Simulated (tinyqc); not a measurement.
Worked calculation: ROHF in the sto-6g basis, for H4+, spin multiplicity 2. Computed by tinyqc, a small Python program that keeps every step (integrals from PySCF). Settings: charge = 1, multiplicity = 2, basis = sto-6g, energy threshold = 1e-08, iteration cap = 88, orthogonalisation = symmetric, start = Wolfsberg-Helmholz matrix, DIIS depth = 0, method = ROHF. Command: `OMP_NUM_THREADS=1 python tinyqc.py 31964 31965 out.jsonl` (the two numbers bound the seeds that draw the settings). One thread of a shared host (Intel(R) Xeon(R) Processor @ 2.60GHz), about 0.06 s of CPU time with the checks. Later iterations appear only in the table of the cycle.

## One-electron integrals

Geometry (angstrom):
```
atom         x         y         z
H     0.000000  0.000000  0.000000
H     0.000000  0.000000  0.932000
H     0.000000  0.000000  1.904000
H     0.000000  0.000000  2.835000
```

Basis sto-6g: exponents (1/bohr^2) and contraction coefficients of normalised primitives:
```
element  l (shell)   exponent  coefficient
H            s (1)  35.523221     0.009164
H            s (1)   6.513144     0.049361
H            s (1)   1.822143     0.168538
H            s (1)   0.625955     0.370563
H            s (1)   0.243077     0.416492
H            s (1)   0.100112     0.130334
```

Overlap, kinetic and nuclear-attraction integrals over the contracted functions; the nuclear repulsion is the sum of Za Zb / Rab.

nuclear repulsion = 2.42326737 hartree

overlap S, lower triangle:
```
          1H 1s     2H 1s     3H 1s     4H 1s
1H 1s  1.000000
2H 1s  0.537524  1.000000
3H 1s  0.139642  0.513332  1.000000
4H 1s  0.029137  0.139862  0.538136  1.000000
```

kinetic energy T (hartree), lower triangle:
```
           1H 1s      2H 1s     3H 1s     4H 1s
1H 1s   0.768522
2H 1s   0.138040   0.768522
3H 1s  -0.010412   0.122094  0.768522
4H 1s  -0.007025  -0.010395  0.138457  0.768522
```

nuclear attraction V (hartree), lower triangle:
```
           1H 1s      2H 1s      3H 1s      4H 1s
1H 1s  -2.248815
2H 1s  -1.210305  -2.587973
3H 1s  -0.299640  -1.221858  -2.588322
4H 1s  -0.058437  -0.300175  -1.212134  -2.249455
```

core Hamiltonian H = T + V (hartree), lower triangle:
```
           1H 1s      2H 1s      3H 1s      4H 1s
1H 1s  -1.480293
2H 1s  -1.072265  -1.819450
3H 1s  -0.310052  -1.099764  -1.819800
4H 1s  -0.065462  -0.310570  -1.073677  -1.480933
```

## Two-electron integrals

Functions are numbered as in S; the eight-fold symmetry (ij|kl) = (ji|kl) = (kl|ij) leaves the list below.

Two-electron integrals (ij|kl) in chemists' order, unique and non-zero (hartree):
```
(11|11) 0.774999   (21|11) 0.341886   (21|21) 0.188102   (22|11) 0.500723
(22|21) 0.341886   (22|22) 0.774999   (31|11) 0.066656   (31|21) 0.040435
(31|22) 0.083468   (31|31) 0.010107   (32|11) 0.188194   (32|21) 0.132728
(32|22) 0.322546   (32|31) 0.038667   (32|32) 0.169840   (33|11) 0.276564
(33|21) 0.194565   (33|22) 0.487242   (33|31) 0.066656   (33|32) 0.322546
(33|33) 0.774999   (41|11) 0.011026   (41|21) 0.006844   (41|22) 0.014570
(41|31) 0.001847   (41|32) 0.007470   (41|33) 0.014568   (41|41) 0.000368
(42|11) 0.040603   (42|21) 0.027925   (42|22) 0.066780   (42|31) 0.008620
(42|32) 0.038737   (42|33) 0.083612   (42|41) 0.001850   (42|42) 0.010141
(43|11) 0.120943   (43|21) 0.081442   (43|22) 0.194842   (43|31) 0.027913
(43|32) 0.132919   (43|33) 0.342379   (43|41) 0.006851   (43|42) 0.040552
(43|43) 0.188578   (44|11) 0.186629   (44|21) 0.120833   (44|22) 0.276704
(44|31) 0.040552   (44|32) 0.188308   (44|33) 0.501065   (44|41) 0.011026
(44|42) 0.066780   (44|43) 0.342379   (44|44) 0.774999
```

## Orthogonalisation

S = U s U^T; symmetric (Loewdin) form X = U s^(-1/2) U^T, so that X^T S X = 1.

eigenvalues of S: 0.262850  0.551701  1.194681  1.990768

X, lower triangle:
```
           1H 1s      2H 1s      3H 1s     4H 1s
1H 1s   1.149000
2H 1s  -0.370989   1.310770
3H 1s   0.071068  -0.390742   1.311258
4H 1s  -0.014425   0.071137  -0.371619  1.149436
```

## Starting guess

The start is the generalised Wolfsberg-Helmholz matrix (K = 1.75) built on H; D(s) = C_occ C_occ^T for each spin.

D(alpha) at the start, lower triangle:
```
           1H 1s      2H 1s     3H 1s     4H 1s
1H 1s   0.325126
2H 1s   0.283795   0.357284
3H 1s  -0.105285   0.096205  0.357037
4H 1s  -0.254983  -0.105448  0.283646  0.325170
```

D(beta) at the start, lower triangle:
```
          1H 1s     2H 1s     3H 1s     4H 1s
1H 1s  0.034946
2H 1s  0.088962  0.226470
3H 1s  0.089046  0.226682  0.226895
4H 1s  0.035082  0.089308  0.089392  0.035219
```

## Iteration 1: building the Fock matrix

J_ij = sum D_kl (ij|kl) with D = D(alpha) + D(beta), K_ij = sum D_kl (ik|jl) for each spin; F = H + J - K(s); E = tr D H + tr D J / 2 - 0.5 sum_s tr D(s) K(s) + E_nn.

Coulomb J (hartree), lower triangle:
```
          1H 1s     2H 1s     3H 1s     4H 1s
1H 1s  1.258428
2H 1s  0.761322  1.614207
3H 1s  0.200784  0.814264  1.614650
4H 1s  0.039712  0.201161  0.762619  1.259422
```

exchange K(alpha) (hartree), lower triangle:
```
           1H 1s     2H 1s     3H 1s     4H 1s
1H 1s   0.504683
2H 1s   0.427911  0.623802
3H 1s   0.123624  0.370571  0.623924
4H 1s  -0.010857  0.123812  0.428333  0.505011
```

exchange K(beta) (hartree), lower triangle:
```
          1H 1s     2H 1s     3H 1s     4H 1s
1H 1s  0.165348
2H 1s  0.235756  0.472491
3H 1s  0.162535  0.381399  0.473195
4H 1s  0.070756  0.162899  0.236628  0.166239
```

F(alpha) (hartree), lower triangle:
```
           1H 1s      2H 1s      3H 1s      4H 1s
1H 1s  -0.726548
2H 1s  -0.738853  -0.829046
3H 1s  -0.232892  -0.656071  -0.829074
4H 1s  -0.014892  -0.233221  -0.739391  -0.726522
```

F(beta) (hartree), lower triangle:
```
           1H 1s      2H 1s      3H 1s      4H 1s
1H 1s  -0.387213
2H 1s  -0.546699  -0.677735
3H 1s  -0.271803  -0.666899  -0.678345
4H 1s  -0.096506  -0.272308  -0.547686  -0.387750
```

total energy of this density = -1.73326735 hartree

## Iteration 1: Roothaan effective Fock matrix

With projectors Pc = D(beta) S, Po = (D(alpha) - D(beta)) S, Pv = 1 - D(alpha) S, the block xy is Px^T F Py; with Fc = (F(alpha) + F(beta))/2, the blocks are Fc for cc, oo, vv and cv, F(beta) for co and F(alpha) for ov.

effective F (hartree), lower triangle:
```
           1H 1s      2H 1s      3H 1s      4H 1s
1H 1s  -0.556418
2H 1s  -0.642931  -0.753730
3H 1s  -0.252095  -0.661089  -0.754162
4H 1s  -0.056153  -0.252605  -0.643795  -0.556691
```

## Iteration 1: diagonalisation and new density

Diagonalise F' = X^T F X, C = X C', fill 2 alpha and 1 beta electrons from the bottom; D(s) = C_occ C_occ^T. Each column has its largest component positive (the first on a tie).

F' = X^T F X (hartree), lower triangle:
```
           1          2          3          4
1  -0.299959
2  -0.469487  -0.268508
3   0.053471  -0.490304  -0.268281
4  -0.006551   0.053363  -0.470299  -0.299463
```

orbital energies (hartree): MO1 -1.006429, MO2 -0.618873, MO3 -0.058532, MO4 0.547623

coefficients C:
```
            MO1        MO2        MO3        MO4
1H 1s  0.227460   0.533688   0.798370   0.699383
2H 1s  0.450524   0.370486  -0.515995  -1.186174
3H 1s  0.450976  -0.370050  -0.514217   1.187641
4H 1s  0.228089  -0.532828   0.797945  -0.701374
```

D(alpha) after iteration 1, lower triangle:
```
           1H 1s      2H 1s     3H 1s     4H 1s
1H 1s   0.336561
2H 1s   0.300200   0.340232
3H 1s  -0.094912   0.066077  0.340317
4H 1s  -0.232483  -0.094645  0.300036  0.335930
```

D(beta) after iteration 1, lower triangle:
```
          1H 1s     2H 1s     3H 1s     4H 1s
1H 1s  0.051738
2H 1s  0.102476  0.202972
3H 1s  0.102579  0.203176  0.203380
4H 1s  0.051881  0.102760  0.102863  0.052025
```

## Iteration 2: building the Fock matrix

As before.

Coulomb J (hartree), lower triangle:
```
          1H 1s     2H 1s     3H 1s     4H 1s
1H 1s  1.267534
2H 1s  0.758320  1.590810
3H 1s  0.198702  0.800688  1.591208
4H 1s  0.039375  0.199063  0.759513  1.268197
```

exchange K(alpha) (hartree), lower triangle:
```
           1H 1s     2H 1s     3H 1s     4H 1s
1H 1s   0.521042
2H 1s   0.434313  0.608513
3H 1s   0.125199  0.354845  0.608783
4H 1s  -0.005907  0.125440  0.434677  0.520950
```

exchange K(beta) (hartree), lower triangle:
```
          1H 1s     2H 1s     3H 1s     4H 1s
1H 1s  0.183458
2H 1s  0.241492  0.455064
3H 1s  0.164401  0.365800  0.455742
4H 1s  0.075430  0.164731  0.242319  0.184318
```

F(alpha) (hartree), lower triangle:
```
           1H 1s      2H 1s      3H 1s      4H 1s
1H 1s  -0.733801
2H 1s  -0.748258  -0.837153
3H 1s  -0.236549  -0.653922  -0.837374
4H 1s  -0.020180  -0.236947  -0.748841  -0.733686
```

F(beta) (hartree), lower triangle:
```
           1H 1s      2H 1s      3H 1s      4H 1s
1H 1s  -0.396217
2H 1s  -0.555437  -0.683704
3H 1s  -0.275751  -0.664876  -0.684334
4H 1s  -0.101517  -0.276238  -0.556483  -0.397053
```

total energy of this density = -1.73913005 hartree

## Iteration 2: Roothaan effective Fock matrix

As before.

effective F (hartree), lower triangle:
```
           1H 1s      2H 1s      3H 1s      4H 1s
1H 1s  -0.564310
2H 1s  -0.652057  -0.760920
3H 1s  -0.255780  -0.658814  -0.761532
4H 1s  -0.061537  -0.256377  -0.653037  -0.564692
```

## Iteration 2: diagonalisation and new density

As before.

F' = X^T F X (hartree), lower triangle:
```
           1          2          3          4
1  -0.304191
2  -0.475519  -0.277541
3   0.050835  -0.479479  -0.277510
4  -0.011099   0.050634  -0.476351  -0.303775
```

orbital energies (hartree): MO1 -1.015230, MO2 -0.627355, MO3 -0.056857, MO4 0.536426

coefficients C:
```
            MO1        MO2        MO3        MO4
1H 1s  0.234654   0.527420   0.796155   0.704270
2H 1s  0.445675   0.381308  -0.520012  -1.182818
3H 1s  0.446346  -0.380739  -0.518419   1.184180
4H 1s  0.235507  -0.526341   0.795918  -0.706107
```

D(alpha) after iteration 2, lower triangle:
```
           1H 1s      2H 1s     3H 1s     4H 1s
1H 1s   0.333234
2H 1s   0.305689   0.344022
3H 1s  -0.096072   0.053746  0.344186
4H 1s  -0.222340  -0.095738  0.305516  0.332499
```

D(beta) after iteration 2, lower triangle:
```
          1H 1s     2H 1s     3H 1s     4H 1s
1H 1s  0.055063
2H 1s  0.104579  0.198626
3H 1s  0.104737  0.198925  0.199224
4H 1s  0.055263  0.104960  0.105118  0.055464
```

## Iteration 3: building the Fock matrix

As before.

Coulomb J (hartree), lower triangle:
```
          1H 1s     2H 1s     3H 1s     4H 1s
1H 1s  1.268517
2H 1s  0.758116  1.588456
3H 1s  0.198489  0.799221  1.588984
4H 1s  0.039342  0.198859  0.759385  1.269318
```

exchange K(alpha) (hartree), lower triangle:
```
           1H 1s     2H 1s     3H 1s     4H 1s
1H 1s   0.522044
2H 1s   0.435987  0.607781
3H 1s   0.125142  0.351700  0.608088
4H 1s  -0.004738  0.125390  0.436346  0.521892
```

exchange K(beta) (hartree), lower triangle:
```
          1H 1s     2H 1s     3H 1s     4H 1s
1H 1s  0.186671
2H 1s  0.242302  0.451576
3H 1s  0.164607  0.362803  0.452492
4H 1s  0.076258  0.164991  0.243335  0.187761
```

F(alpha) (hartree), lower triangle:
```
           1H 1s      2H 1s      3H 1s      4H 1s
1H 1s  -0.733819
2H 1s  -0.750136  -0.838776
3H 1s  -0.236704  -0.652244  -0.838903
4H 1s  -0.021381  -0.237102  -0.750638  -0.733507
```

F(beta) (hartree), lower triangle:
```
           1H 1s      2H 1s      3H 1s      4H 1s
1H 1s  -0.398447
2H 1s  -0.556451  -0.682570
3H 1s  -0.276169  -0.663346  -0.683307
4H 1s  -0.102378  -0.276702  -0.557627  -0.399376
```

total energy of this density = -1.73945928 hartree

## Iteration 3: Roothaan effective Fock matrix

As before.

effective F (hartree), lower triangle:
```
           1H 1s      2H 1s      3H 1s      4H 1s
1H 1s  -0.565124
2H 1s  -0.653568  -0.761359
3H 1s  -0.255948  -0.656983  -0.762043
4H 1s  -0.062865  -0.256615  -0.654634  -0.565480
```

## Iteration 3: diagonalisation and new density

As before.

F' = X^T F X (hartree), lower triangle:
```
           1          2          3          4
1  -0.304121
2  -0.477032  -0.278829
3   0.050783  -0.476245  -0.278835
4  -0.012637   0.050519  -0.477954  -0.303614
```

orbital energies (hartree): MO1 -1.015667, MO2 -0.628827, MO3 -0.055915, MO4 0.535010

coefficients C:
```
            MO1        MO2        MO3        MO4
1H 1s  0.236450   0.525459   0.795602   0.705758
2H 1s  0.444412   0.384789  -0.521189  -1.181647
3H 1s  0.445178  -0.384230  -0.519325   1.183095
4H 1s  0.237432  -0.524141   0.795367  -0.707718
```

D(alpha) after iteration 3, lower triangle:
```
           1H 1s      2H 1s     3H 1s     4H 1s
1H 1s   0.332015
2H 1s   0.307272   0.345564
3H 1s  -0.096635   0.049995  0.345816
4H 1s  -0.219274  -0.096166  0.307090  0.331098
```

D(beta) after iteration 3, lower triangle:
```
          1H 1s     2H 1s     3H 1s     4H 1s
1H 1s  0.055908
2H 1s  0.105081  0.197502
3H 1s  0.105262  0.197843  0.198183
4H 1s  0.056141  0.105518  0.105699  0.056374
```

## Iteration 4: building the Fock matrix

As before.

Coulomb J (hartree), lower triangle:
```
          1H 1s     2H 1s     3H 1s     4H 1s
1H 1s  1.268730
2H 1s  0.758098  1.588019
3H 1s  0.198450  0.798934  1.588597
4H 1s  0.039337  0.198821  0.759386  1.269540
```

exchange K(alpha) (hartree), lower triangle:
```
           1H 1s     2H 1s     3H 1s     4H 1s
1H 1s   0.522177
2H 1s   0.436461  0.607760
3H 1s   0.125096  0.350881  0.608099
4H 1s  -0.004414  0.125363  0.436805  0.521911
```

exchange K(beta) (hartree), lower triangle:
```
          1H 1s     2H 1s     3H 1s     4H 1s
1H 1s  0.187460
2H 1s  0.242475  0.450649
3H 1s  0.164646  0.362031  0.451681
4H 1s  0.076468  0.165060  0.243615  0.188673
```

F(alpha) (hartree), lower triangle:
```
           1H 1s      2H 1s      3H 1s      4H 1s
1H 1s  -0.733740
2H 1s  -0.750629  -0.839191
3H 1s  -0.236697  -0.651711  -0.839302
4H 1s  -0.021711  -0.237112  -0.751096  -0.733304
```

F(beta) (hartree), lower triangle:
```
           1H 1s      2H 1s      3H 1s      4H 1s
1H 1s  -0.399023
2H 1s  -0.556642  -0.682080
3H 1s  -0.276248  -0.662861  -0.682883
4H 1s  -0.102593  -0.276809  -0.557907  -0.400065
```

total energy of this density = -1.73948579 hartree

## Iteration 4: Roothaan effective Fock matrix

As before.

effective F (hartree), lower triangle:
```
           1H 1s      2H 1s      3H 1s      4H 1s
1H 1s  -0.565266
2H 1s  -0.653916  -0.761371
3H 1s  -0.255935  -0.656400  -0.762129
4H 1s  -0.063238  -0.256664  -0.655054  -0.565627
```

## Iteration 4: diagonalisation and new density

As before.

F' = X^T F X (hartree), lower triangle:
```
           1          2          3          4
1  -0.304029
2  -0.477438  -0.279105
3   0.050817  -0.475313  -0.279168
4  -0.013091   0.050495  -0.478413  -0.303488
```

orbital energies (hartree): MO1 -1.015684, MO2 -0.629184, MO3 -0.055616, MO4 0.534694

coefficients C:
```
            MO1        MO2        MO3        MO4
1H 1s  0.236909   0.524943   0.795417   0.706196
2H 1s  0.444027   0.385814  -0.521531  -1.181307
3H 1s  0.444883  -0.385237  -0.519565   1.182773
4H 1s  0.238013  -0.523441   0.795242  -0.708182
```

D(alpha) after iteration 4, lower triangle:
```
           1H 1s      2H 1s     3H 1s     4H 1s
1H 1s   0.331691
2H 1s   0.307724   0.346012
3H 1s  -0.096831   0.048910  0.346328
4H 1s  -0.218390  -0.096267  0.307537  0.330641
```

D(beta) after iteration 4, lower triangle:
```
          1H 1s     2H 1s     3H 1s     4H 1s
1H 1s  0.056126
2H 1s  0.105194  0.197160
3H 1s  0.105396  0.197540  0.197921
4H 1s  0.056387  0.105684  0.105888  0.056650
```

## Iteration 8 (converged): orbitals

converged F (hartree), lower triangle:
```
           1H 1s      2H 1s      3H 1s      4H 1s
1H 1s  -0.565319
2H 1s  -0.653971  -0.761291
3H 1s  -0.255857  -0.656163  -0.762235
4H 1s  -0.063386  -0.256750  -0.655293  -0.565676
```

As before.

F' = X^T F X (hartree), lower triangle:
```
           1          2          3          4
1  -0.304037
2  -0.477534  -0.279152
3   0.050898  -0.474941  -0.279353
4  -0.013273   0.050422  -0.478657  -0.303383
```

orbital energies (hartree): MO1 -1.015682, MO2 -0.629321, MO3 -0.055495, MO4 0.534574

coefficients C:
```
            MO1        MO2        MO3        MO4
1H 1s  0.236956   0.524948   0.795283   0.706327
2H 1s  0.443782   0.386234  -0.521805  -1.181141
3H 1s  0.444858  -0.385626  -0.519521   1.182675
4H 1s  0.238376  -0.522951   0.795252  -0.708410
```

D(alpha) after iteration 8, lower triangle:
```
           1H 1s      2H 1s     3H 1s     4H 1s
1H 1s   0.331719
2H 1s   0.307910   0.346119
3H 1s  -0.097021   0.048478  0.346606
4H 1s  -0.218037  -0.096195  0.307707  0.330301
```

D(beta) after iteration 8, lower triangle:
```
          1H 1s     2H 1s     3H 1s     4H 1s
1H 1s  0.056148
2H 1s  0.105157  0.196942
3H 1s  0.105412  0.197420  0.197899
4H 1s  0.056485  0.105787  0.106044  0.056823
```

## Convergence

Stop when the energy changes by less than 1e-08 hartree and every element of the error matrix X^T (F D S - S D F) X is below 3e-05.

Course of the cycle:
```
iteration  E (hartree)     change  largest element of the error matrix
1          -1.73326735          -                             5.21e-02
2          -1.73913005  -5.86e-03                             1.41e-02
3          -1.73945928  -3.29e-04                             3.98e-03
4          -1.73948579  -2.65e-05                             1.15e-03
5          -1.73948797  -2.18e-06                             3.41e-04
6          -1.73948815  -1.88e-07                             1.08e-04
7          -1.73948818  -2.26e-08                             3.95e-05
8          -1.73948818  -6.99e-09                             2.75e-05
```

PySCF ROHF in the same basis = -1.73948820 hartree

Converged in 8 iterations.

## Populations, bond orders and dipole

Mulliken: Z minus the diagonal of D S on the atom; Loewdin: the same with S^(1/2) D S^(1/2); Mayer order: 2 sum_s sum (D(s) S)_ij (D(s) S)_ji over the two atoms.

Charges (e):
```
atom  Mulliken   Loewdin  Mulliken spin
1H    0.393635  0.373337       0.348288
2H    0.107337  0.127597       0.153455
3H    0.105442  0.125901       0.152505
4H    0.393586  0.373166       0.345752
```

Mayer bond orders:
```
pair     order
2-1   0.499618
3-1   0.096025
3-2   0.368735
4-1   0.128104
4-2   0.096577
4-3   0.500864
```

dipole moment about the origin, x y z (debye): 0.000000  0.000000  6.804301
